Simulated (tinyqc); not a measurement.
True capacitance, leakage and series resistance from two frequencies.

Inverse problem. A capacitance C in parallel with G and in series with Rs is measured as Cp and D = Gp/(w Cp) at two frequencies. The series reading Cs = Cp (1 + D^2) equals C + G^2/(w^2 C), and Re Z = D/(w Cp (1 + D^2)) = Rs + G/(G^2 + w^2 C^2). Find C, G and Rs.

f (Hz): [1e5, 3e5]
Cp (pF): [5.68386014, 5.68386007]
D: [2.34659076, 0.782301697]

Solution. w^2 Cs = w^2 C + G^2/C is a straight line in w^2 with slope C; the intercept gives G, and the real part then gives Rs.

C = 5.685 pF
G = 8.381 uS
Rs = 11.00 ohm

Computed by the program tinyqc: `OMP_NUM_THREADS=1 python tinyqc.py 2022041 2022042 out.jsonl`, one thread of a shared Intel Xeon 2.30GHz, about 0.01 s for the whole run.
